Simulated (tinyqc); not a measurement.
# Schottky diode by thermionic emission with image-force lowering and series resistance: current against voltage

Metal on an n-type semiconductor with one parabolic valley; V > 0 is forward bias (metal positive). I = I0 [exp(Vj/(n Vt)) - 1] with Vj = V - I Rs; I0 = S A* T^2 exp(-(phi - dphi)/Vt), the lowering dphi taken at zero bias.

A* = 4 pi q me m0 kB^2/h^3 (times 1e-4 for A/(cm^2 K^2)); Nc = 2 (2 pi me m0 kB T/h^2)^1.5 (times 1e-6 for cm^-3); xi = Vt ln(Nc/Nd), Vbi = phi - xi; surface field Em = sqrt(2 q Nd (Vbi - V - Vt)/(eps0 eps_r)); dphi = sqrt(q Em/(4 pi eps0 eps_r)). The apparent ideality is (dV/d ln I)/Vt.

Values chosen for this exercise; band and dielectric values close to those of In0.53Ga0.47As: temperature T = 300 K; electron mass me = 0.0404 m0; relative permittivity eps_r = 13.7; barrier height seen from the metal phi = 0.42 eV; donor density Nd = 3e15 cm^-3; area S = 2e-5 cm^2; ideality factor n = 1.11; series resistance Rs = 59 ohm.

Constants: q = 1.602176634e-19 C, kB = 1.380649e-23 J/K, h = 6.62607015e-34 J s, m0 = 9.1093837015e-31 kg, Vt = kB T/q, eps0 = 8.8541878128e-14 F/cm where lengths are in cm. Results are converted to the units shown.

Results:

| V (V) | I (A) | Vj (V) | apparent ideality |
|---|---|---|---|
| 0.05 | 5.804e-6 | 0.04966 | 0.9266 |
| 0.11 | 5.079e-5 | 0.1070 | 1.199 |
| 0.16 | 2.121e-4 | 0.1475 | 1.588 |
| 0.22 | 6.709e-4 | 0.1804 | 2.639 |
| 0.27 | 0.001226 | 0.1977 | 3.906 |
| 0.33 | 0.002004 | 0.2118 | 5.682 |
| 0.44 | 0.003585 | 0.2285 | 9.292 |
| 0.49 | 0.004340 | 0.2339 | 11.01 |
| 0.55 | 0.005263 | 0.2395 | 13.12 |

Estimate the missing row, V = 0.38 V.

Computed row:

| V (V) | I (A) | Vj (V) | apparent ideality |
|---|---|---|---|
| 0.38 | 0.002705 | 0.2204 | 7.283 |

With this row back in the table: I rises from 5.80e-6 to 0.00526 A, and the apparent ideality rises from 0.927 to 13.1, against n = 1.11. It starts below n because the -1 in the diode law still counts there. From V = 0.22 V on, I Rs exceeds n Vt and the resistance bends the curve. In 2 of the 10 rows Vj is within 3 Vt of Vbi or past it, where the depletion layer is gone and the emission formula overstates the current.

Program tinyqc, `OMP_NUM_THREADS=1 python tinyqc.py 2640021 2640022 out.jsonl`; Intel Xeon 2.30GHz, shared host, one thread, about 0.01 s.
